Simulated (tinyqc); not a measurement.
The window of frequencies: the 3-omega method: a line heater on a substrate with a thin film. Computed by tinyqc, a small Python program. Command: `OMP_NUM_THREADS=1 python tinyqc.py 3026068 3026069 out.jsonl threeomega walk`. One thread of a shared host (Intel(R) Xeon(R) Processor @ 2.30GHz), about 0.01 s of CPU time with the checks.

A current at angular frequency omega = 2 pi f heats the line at 2 omega with the amplitude P per length; the temperature swing Delta T at 2 omega gives a voltage at 3 omega. The substrate is taken as semi-infinite and isotropic, and the heat capacity of heater and film is left out.

Inputs (values chosen for the exercise, modelled on hafnia on gallium arsenide): substrate conductivity kappa = 48.7 W/(m K); substrate heat capacity C = 1.68 1e6 J/(m^3 K); heater half-width b = 3.2 micrometre; power amplitude per length P = 48 W/m; current frequency f = 370 Hz; substrate thickness d_s = 500 micrometre.

Method:
- D = kappa/C; q = sqrt(2 i omega/D); penetration depth 1/|q| = sqrt(D/(2 omega)).
- Delta T_s = (P/(pi kappa)) int_0^infinity (sin x/x)^2 / sqrt(x^2 + (q b)^2) dx with (q b)^2 = i |q b|^2, averaged over the heater width (12 Gauss-Legendre points on each of the pieces 0, 14 log-spaced edges from 1e-5 to 1, and multiples of pi to 40 pi; the tail adds 1/(4 (40 pi)^2)).
- For |q| b much below 1: Delta T_s = (P/(pi kappa)) [-ln(|q| b) + eta - i pi/4], eta = 3/2 - C_E = 0.92278, with Euler's C_E = 0.5772157.
- The slope value uses each f and 2f: kappa = P ln 2/(2 pi [Delta T(f) - Delta T(2f)]).

diffusivity D = 28.9881 mm^2/s

Bare substrate; columns: (1) f (Hz); (2) penetration depth (micrometre); (3) |q| b; (4) in-phase (K); (5) out-of-phase (K); (6) narrow-line form (K); (7) kappa from the slope (W/(m K)):
```
(1)           (2)        (3)       (4)        (5)        (6)     (7)
2.3        1001.5  0.0031953    2.0923   -0.24640     2.0923  48.700
23         316.69   0.010104    1.7311   -0.24638     1.7311  48.702
230        100.15   0.031953    1.3699   -0.24617     1.3699  48.719
1100       45.794   0.069878    1.1246   -0.24547     1.1244  48.789
4500       22.641    0.14134   0.90418   -0.24331    0.90337  49.062
23000      10.015    0.31953   0.65151   -0.23490    0.64745  50.497
90000      5.0627    0.63207   0.44837   -0.21519    0.43344  55.363
450000     2.2641     1.4134   0.24164   -0.16412    0.18097  78.619
2.30e+06   1.0015     3.1953   0.10913  -0.093702  -0.074948  165.38
1.40e+07  0.40592     7.8833  0.044204  -0.041680   -0.35827  409.00
```

What follows from these numbers?

The slope gives kappa within 1 % up to |q| b = 0.14 (f = 4500 Hz) among these rows. The penetration depth stays under d_s/5 = 100 micrometre from f = 1100 Hz up, so a usable window lies between the two. At high f the flow turns one-dimensional: in-phase and out-of-phase parts become equal in size (ratio 0.94 in the last row) and fall as f^(-1/2) (exponent -0.50).
